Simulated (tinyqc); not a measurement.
Worked calculation: band gaps under pressure and temperature from deformation potentials. Values are carried at full precision from step to step, so a last printed digit may differ when a step is redone from the rounded ones.

Murnaghan: V/V0 = (1 + Bp P/B0)^(-1/Bp), B0 = (C11 + 2 C12)/3. Each gap moves by a ln(V/V0) with its volume potential a, and falls with temperature by aV T^2/(T + bV) (Varshni); the two effects are added. No change of phase is considered.

Parameters, chosen for this exercise (near those of GaAs, the X and L potentials typical of such crystals; not measured data):
- C11 = 120.5 GPa
- C12 = 57.7 GPa
- Bp = 4.65 (pressure derivative of the bulk modulus)
- P = 3.2 GPa (pressure)
- Eg = 1.499 eV (gap at Gamma to the s-like level at 0 K, 0 GPa)
- EgX = 1.965 eV (gap to X at 0 K, 0 GPa)
- EgL = 1.797 eV (gap to L at 0 K, 0 GPa)
- aG = -8.32 eV (volume potential of the Gamma gap)
- aX = 1.24 eV (volume potential of the X gap)
- aL = -3.74 eV (volume potential of the L gap)
- aV = (0.558, 0.478, 0.593) meV/K (Varshni alpha of Gamma, X, L)
- bV = (195, 207, 194) K (Varshni beta of Gamma, X, L)
- T = 77 K (temperature)
- aT = 5.7 1e-6/K (linear thermal expansion near 300 K)

## Volume under pressure

Give B0, V/V0, ln(V/V0), the change of the lattice constant and the linear estimate -P/B0.

B0 = 78.63 GPa
V/V0 = 0.96342
ln(V/V0) = -0.03727
change of a = -1.235 %
-P/B0 = -0.04070

The stiffening under pressure makes the compression 8.4 % smaller than the linear estimate.

## Gaps at P and T

Give both shifts and the gaps.

pressure shifts (eV): Gamma 0.3101, X -0.0462, L 0.1394

temperature shifts (eV): Gamma -0.0122, X -0.0100, L -0.0130

gaps (eV): Gamma 1.7969, X 1.9088, L 1.9234

The lowest valley is Gamma (direct gap), 112 meV below X; at 0 K and 0 GPa it is Gamma.

## Pressure coefficients

Expand in P: E = E0 + c1 P + c2 P^2 with c1 = -a/B0 and c2 = a Bp/(2 B0^2).

c1 (meV/GPa): Gamma 105.81, X -15.77, L 47.56

c2 (meV/GPa^2): Gamma -3.128, X 0.466, L -1.406

Gamma and L rise under pressure and X falls, as the signs of the volume potentials say.

## Pressures at which the valleys cross

Two gaps meet at ln(V/V0) = -(E_i - E_j)/(a_i - a_j), with the gaps at T and P = 0; then P = (B0/Bp)(exp(-Bp ln(V/V0)) - 1). A dash marks expansion or a compression beyond ln(V/V0) = -0.3.

Crossings:
```
pair     E_i - E_j (eV)  ln(V/V0)  P (GPa)
Gamma-X         -0.4682   -0.0490     4.32
Gamma-L         -0.2972   -0.0649     5.96
L-X             -0.1710   -0.0343     2.93
```

The lowest valley changes at 4.32 GPa (Gamma to X).

## How much of dE/dT is thermal expansion

At 300 K: dE/dT = -aV T (T + 2 bV)/(T + bV)^2; expansion alone gives 3 aT a; the rest is electron-phonon coupling.

dE/dT (meV/K): Gamma -0.4714, X -0.3983, L -0.5015

from expansion (meV/K): Gamma -0.1423, X 0.0212, L -0.0640

remainder (meV/K): Gamma -0.3291, X -0.4195, L -0.4376

Expansion supplies 30 % of the slope at Gamma and 13 % at L; at X it works against the fall.

## Checks

- Slope of the Gamma gap at P = 0 by finite differences against c1 (meV/GPa): both 105.81.

Program tinyqc; command `OMP_NUM_THREADS=1 python tinyqc.py 1050963 1050964 out.jsonl`; about 0.01 s on one thread of a shared Intel(R) Xeon(R) Processor @ 2.30GHz.
